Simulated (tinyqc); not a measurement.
# CMOS inverter, nodal equation and switching: effect of the gain factor of the pull-up transistor

An n-channel pull-down (bn, VTn) and a p-channel pull-up (bp, VTp) share the input Vin and the output node Vout, which carries the load C. Transistor (EKV form, voltages against the body): I = 2 n b Vt^2 [F(vp - Vs) - F(vp - Vd)] from drain to source, F(v) = ln^2(1 + exp(v/(2 Vt))), vp = (Vg - VT + sg |Vd - Vs|)/n. n-channel bodies are at 0; for the p-channel device all voltages are counted down from Vdd. b in uA/V^2 gives I in uA. Static: In = Ip. Transient: C dVout/dt = Ip - In. No velocity saturation, no gate capacitance beyond C.

VM solves In = Ip with Vin = Vout; VIL and VIH are the inputs of gain -1, NML = VIL - Vout(VIH), NMH = Vout(VIL) - VIH. For a step input the delay to Vdd/2 is tHL = C times the integral of dV/(In - Ip) from Vdd/2 to Vdd at Vin = Vdd, and tLH likewise with Ip - In from 0 to Vdd/2 at Vin = 0.

Inputs (values chosen for the exercise):
```
symbol,value,unit,meaning
T,325,K,temperature
Vdd,0.4,V,supply voltage
n,1.44,,slope factor
sg,0.091,,drain-induced barrier lowering
VTn,0.44,V,n-channel threshold
VTp,0.31,V,p-channel threshold (magnitude)
bn,300,uA/V^2,gain factor of the pull-down transistor
C,2.6,fF,load capacitance
```

Constants: q = 1.602176634e-19 C, kB = 1.380649e-23 J/K, Vt = kB T/q. Results are converted to the units shown.

Result of one run:
```
bp (uA/V^2)  VM (V)  gain at VM  NML (V)  NMH (V)  tHL (ps)  tLH (ps)
140          0.2444      -10.57   0.1969  0.09961      2025     595.7
```

What becomes of these results when the gain factor of the pull-up transistor bp is changed from 140 to 330 uA/V^2, all else the same?

Result of the changed run:
```
bp (uA/V^2)  VM (V)  gain at VM  NML (V)  NMH (V)  tHL (ps)  tLH (ps)
330          0.2613      -10.29   0.2153  0.08123      2027     252.7
```

The whole series:
```
bp (uA/V^2)  VM (V)  gain at VM  NML (V)  NMH (V)  tHL (ps)  tLH (ps)
60           0.2277      -10.73   0.1785   0.1177      2024      1390
92           0.2362      -10.66   0.1878   0.1086      2024     906.5
140          0.2444      -10.57   0.1969  0.09961      2025     595.7
220          0.2533      -10.44   0.2066  0.08993      2026     379.1
330          0.2613      -10.29   0.2153  0.08123      2027     252.7
510          0.2698      -10.07   0.2247  0.07186      2028     163.5
780          0.2782      -9.798   0.2337  0.06269      2031     106.9
1200         0.2866      -9.448   0.2430  0.05335      2035     69.49
```

As bp goes from 60 to 1200 uA/V^2, VM rises from 0.228 to 0.287 V, the size of the gain falls from 10.7 to 9.45, tHL rises from 2020 to 2030 ps and tLH falls from 1390 to 69.5 ps. The smaller margin is largest, 0.118 V, at bp = 60 uA/V^2 among the rows. A stronger pull-up raises VM and trades low-side against high-side margin. In every row the supply is below a threshold, where mismatch, left out here, dominates margins and delay.

Numbers from tinyqc (`OMP_NUM_THREADS=1 python tinyqc.py 2340133 2340134 out.jsonl`; about 0.04 s on one thread of a shared Intel Xeon 2.30GHz).
